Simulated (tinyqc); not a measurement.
G0W0 on RHF in the sto-6g basis, for H2, spin multiplicity 1, step by step. One step of it, computed by the program tinyqc.

Question. Iteration 2 (converged): orbitals. Diagonalise F' = X^T F X, C = X C', fill 1 alpha and 1 beta electrons from the bottom; D = 2 C_occ C_occ^T. Each column has its largest component positive (the first on a tie).

converged F (hartree):
```
           1H 1s      2H 1s
1H 1s  -0.353223  -0.582690
2H 1s  -0.582690  -0.353223
```

X:
```
           1H 1s      2H 1s
1H 1s   1.223937  -0.443107
2H 1s  -0.443107   1.223937
```

Give: F' = X^T F X; orbital energies; coefficients C; D after iteration 2.

Answer.

F' = X^T F X (hartree):
```
        1       2
1   0.034  -0.604
2  -0.604   0.034
```

orbital energies (hartree): MO1 -0.571, MO2 0.638

coefficients C:
```
         MO1     MO2
1H 1s  0.552   1.179
2H 1s  0.552  -1.179
```

D after iteration 2:
```
       1H 1s  2H 1s
1H 1s  0.610  0.610
2H 1s  0.610  0.610
```
